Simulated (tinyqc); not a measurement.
Inside a calculation. Method: exchange-only LDA atom on a uniform radial grid, spin-unpolarised, for Be. Computed by tinyqc, a small Python program that keeps every step. Settings: Z = 4, points = 192, R = 14.2, functional = Slater exchange alone, mixing = 0.4, iteration cap = 77. Command: `OMP_NUM_THREADS=1 python tinyqc.py 24504 24505 out.jsonl` (the two numbers bound the seeds that draw the settings). One thread of a shared host (Intel(R) Xeon(R) Processor @ 2.60GHz), about 0.3 s of CPU time with the checks. Later iterations appear only in the table of the cycle.

## Iteration 1

Spherical atom on a uniform radial grid r_j = j h with h = R/(N + 1), h sum u^2 = 1 and integrals as h times sums, u(0) = u(R) = 0 (atomic units):
```
parameter,value
Z,4
points N,192
R,14.200000
h,0.073575
mixing,0.400000
electrons in 1s,2
electrons in 2s,2
```

Three-point differences turn -u''/2 + [l(l+1)/2r^2 - Z/r + V] u = e u into a tridiagonal matrix (diagonal 1/h^2 + potential, off-diagonal -1/2h^2). D = sum f u^2; the Hartree potential y/r solves y'' = -D/r with y(0) = 0, y(R) = N_e; v_xc comes from rho = D/(4 pi r^2); E = sum f e - int D V + int D (V_H/2 + eps_xc); V(new) = V + mixing (V_H + v_xc - V).

eigenvalues (hartree): 1s -7.83389, 2s -1.98929

Every 12th grid point:
```
r,V in,u(1s),u(2s),D,V_H,v_xc
0.88290,0.00000,0.42518,-0.64564,1.19526,3.70324,-0.48843
1.76580,0.00000,0.02613,-0.74210,1.10278,2.20331,-0.29954
2.64870,0.00000,0.00120,-0.32583,0.21233,1.50656,-0.13200
3.53161,0.00000,4.94e-05,-0.10558,0.02230,1.13245,-0.05141
4.41451,0.00000,1.90e-06,-0.02935,0.00172,0.90610,-0.01887
5.29741,0.00000,6.99e-08,-0.00743,0.00011,0.75509,-0.00669
6.18031,0.00000,2.51e-09,-0.00177,6.25e-06,0.64722,-0.00232
7.06321,0.00000,8.80e-11,-0.00040,3.23e-07,0.56631,-0.00079
7.94611,0.00000,0,-0.00009,1.56e-08,0.50339,-0.00027
8.82902,0.00000,0,-1.89e-05,7.13e-10,0.45305,-0.00009
9.71192,0.00000,0,-3.96e-06,3.13e-11,0.41187,-2.93e-05
10.59482,0.00000,0,-8.14e-07,0,0.37754,0.00000
11.47772,0.00000,0,-1.65e-07,0,0.34850,0.00000
12.36062,0.00000,0,-3.30e-08,0,0.32361,0.00000
13.24352,0.00000,0,-6.36e-09,0,0.30203,0.00000
14.12642,0.00000,0,-3.06e-10,0,0.28316,0.00000
```

total energy = -12.9775690 hartree

## Iteration 2

As before.

eigenvalues (hartree): 1s -5.78195, 2s -1.07172

Every 12th grid point:
```
r,V in,u(1s),u(2s),D,V_H,v_xc
0.88290,1.28592,0.48084,-0.46279,0.89076,3.49649,-0.44283
1.76580,0.76151,0.04120,-0.76152,1.16321,2.13715,-0.30491
2.64870,0.54982,0.00278,-0.47195,0.44548,1.49584,-0.16898
3.53161,0.43242,0.00017,-0.22052,0.09726,1.13117,-0.08399
4.41451,0.35489,1.00e-05,-0.08994,0.01618,0.90596,-0.03981
5.29741,0.29936,5.71e-07,-0.03388,0.00230,0.75507,-0.01839
6.18031,0.25796,3.18e-08,-0.01212,0.00029,0.64722,-0.00836
7.06321,0.22621,1.75e-09,-0.00417,3.49e-05,0.56631,-0.00376
7.94611,0.20125,9.50e-11,-0.00140,3.92e-06,0.50339,-0.00168
8.82902,0.18119,0,-0.00046,4.21e-07,0.45305,-0.00074
9.71192,0.16473,0,-0.00015,4.38e-08,0.41187,-0.00033
10.59482,0.15102,0,-4.70e-05,4.42e-09,0.37754,-0.00014
11.47772,0.13940,0,-1.48e-05,4.35e-10,0.34850,-0.00006
12.36062,0.12944,0,-4.56e-06,4.15e-11,0.32361,-2.74e-05
13.24352,0.12081,0,-1.31e-06,0,0.30203,0.00000
14.12642,0.11326,0,-7.76e-08,0,0.28316,0.00000
```

total energy = -13.5875510 hartree

## Convergence

Stop when input and output potentials agree to 1e-7.

Course of the cycle (hartree):
```
iteration,E,e(1s),e(2s),largest |V(out) - V(in)|
1,-12.9775690,-7.83389,-1.98929,6.79e+00
2,-13.5875510,-5.78195,-1.07172,3.47e+00
3,-13.8067443,-4.71555,-0.61990,1.71e+00
4,-13.8775738,-4.17534,-0.39571,8.16e-01
5,-13.8979703,-3.90942,-0.28376,3.82e-01
6,-13.9032105,-3.78201,-0.22759,1.75e-01
7,-13.9044372,-3.72222,-0.19922,8.12e-02
8,-13.9047074,-3.69447,-0.18474,3.76e-02
9,-13.9047650,-3.68165,-0.17724,1.77e-02
10,-13.9047772,-3.67571,-0.17329,8.51e-03
11,-13.9047798,-3.67294,-0.17117,4.16e-03
...,...,...,...,...
21,-13.9047805,-3.67040,-0.16855,1.32e-05
22,-13.9047805,-3.67040,-0.16854,7.81e-06
23,-13.9047805,-3.67039,-0.16854,4.65e-06
24,-13.9047805,-3.67039,-0.16854,2.77e-06
25,-13.9047805,-3.67039,-0.16854,1.65e-06
26,-13.9047805,-3.67039,-0.16854,9.87e-07
27,-13.9047805,-3.67039,-0.16854,5.89e-07
28,-13.9047805,-3.67039,-0.16854,3.52e-07
29,-13.9047805,-3.67039,-0.16854,2.10e-07
30,-13.9047805,-3.67039,-0.16854,1.25e-07
31,-13.9047805,-3.67039,-0.16854,7.49e-08
```

Converged in 31 iterations. A uniform grid resolves the cusp poorly: for a bare nucleus this grid gives 1s at -7.83389 against -Z^2/2 = -8 hartree. Before convergence this energy mixes input and output and is not variational, so it may rise towards its limit.
